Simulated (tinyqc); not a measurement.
Undoped symmetric double-gate MOSFET, analytic potential model: one step of the calculation.

An undoped body of thickness ts between two equal insulators and tied gates; long channel, electrons only, n = ni exp((psi - V)/Vt) with V the quasi-Fermi potential (0 at the source, Vd at the drain), constant mobility, no quantisation. Across the body psi(x) = V - 2 Vt ln[(ts/(2 beta)) sqrt(q ni/(2 eps0 eps_r Vt)) cos(2 beta x/ts)], x from the centre. Q is the electron charge per area of the whole body.

Task. Potential and electron density across the body at the source. psi(x) as above with V = 0 and beta = beta_s; n = ni exp(psi/Vt).

Values chosen for this exercise; material values close to those of gallium arsenide: temperature T = 300 K; relative permittivity of the semiconductor eps_r = 12.7; body thickness ts = 5 nm.

Constants: q = 1.602176634e-19 C, kB = 1.380649e-23 J/K, Vt = kB T/q, eps0 = 8.8541878128e-14 F/cm where lengths are in cm. Results are converted to the units shown.

x/ts, point 0 to 6: [0, 0.1, 0.2, 0.3, 0.4, 0.45, 0.5]
beta_s = 0.13051353
ni = 4.2380636e6 cm^-3

Give: psi; n.

Result.

```
point  psi (V)  n (cm^-3)
0      0.61717  9.8900e16
1      0.61719  9.8968e16
2      0.61724  9.9170e16
3      0.61733  9.9509e16
4      0.61745  9.9986e16
5      0.61753  1.0028e17
6      0.61761  1.0060e17
```

The density at the surface is 1.02 times that at the centre (1/cos^2 beta).

Program tinyqc, `OMP_NUM_THREADS=1 python tinyqc.py 2440019 2440020 out.jsonl`; Intel Xeon 2.30GHz, shared host, one thread, about 0.01 s.
